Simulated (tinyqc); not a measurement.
Kramers turnover: harmonic transition-state theory with quantum, tunnelling and friction corrections. Computed by tinyqc, a small Python program. Command: `OMP_NUM_THREADS=1 python tinyqc.py 3019553 3019554 out.jsonl rates walk`. One thread of a shared host (Intel(R) Xeon(R) Processor @ 2.30GHz), about 0.01 s of CPU time with the checks.

One atom hops between equivalent sites; three modes at the minimum and two real modes at the saddle are treated as harmonic, the rest of the crystal as unchanged; melting is ignored, so hot rows may lie above the melting point.

Inputs (values chosen for the exercise, modelled on interstitial lithium in silicon): barrier E_b = 0.658 eV; imaginary frequency at the saddle nu_b = 10 THz; temperature T = 539 K.

Lattice of sites: three-dimensional. Correction studied: friction.

Constants: k_B = 8.617333262e-05 eV/K.

Method. Kramers: spatial-diffusion factor kappa_s = sqrt(1 + y^2) - y with y = gamma/(2 omega_b); weak-friction (energy-diffusion) estimate kappa_e = Delta/2 with Delta = (16/3)(gamma/omega_b) E_b/(k_B T), the energy lost in one round trip of a well at the barrier energy of a symmetric quartic double well, over k_B T (half of the escaping atoms fall back); bridge 1/kappa = 1/kappa_s + 1/kappa_e. omega_b = 2 pi nu_b; rate with friction = kappa k_cl.

Transmission:
```
gamma/omega_b  kappa_s     kappa_e    kappa
0.001          0.99950  3.7777e-02  0.03640
0.003          0.99850  1.1333e-01  0.10178
0.01           0.99501  3.7777e-01  0.27382
0.03           0.98511  1.1333e+00  0.52702
0.1            0.95125  3.7777e+00  0.75990
0.3            0.86119  1.1333e+01  0.80037
1              0.61803  3.7777e+01  0.60809
3              0.30278  1.1333e+02  0.30197
10             0.09902  3.7777e+02  0.09899
30             0.03330  1.1333e+03  0.03330
```

What does the comparison show, and why?

kappa peaks at 0.80 near gamma/omega_b = 0.3 among these rows. Below, too little energy reaches the atom and the rate grows with friction; above, recrossings cut it, as omega_b/gamma in the end (0.0333 against 0.0333). Transition-state theory, kappa = 1, is the upper bound. Caution: the simple bridge underestimates kappa near the turnover by some ten per cent and can shift the peak to higher friction; long jumps on a lattice are ignored.

Extremes, crossings and ranges named in words are read from the listed rows.
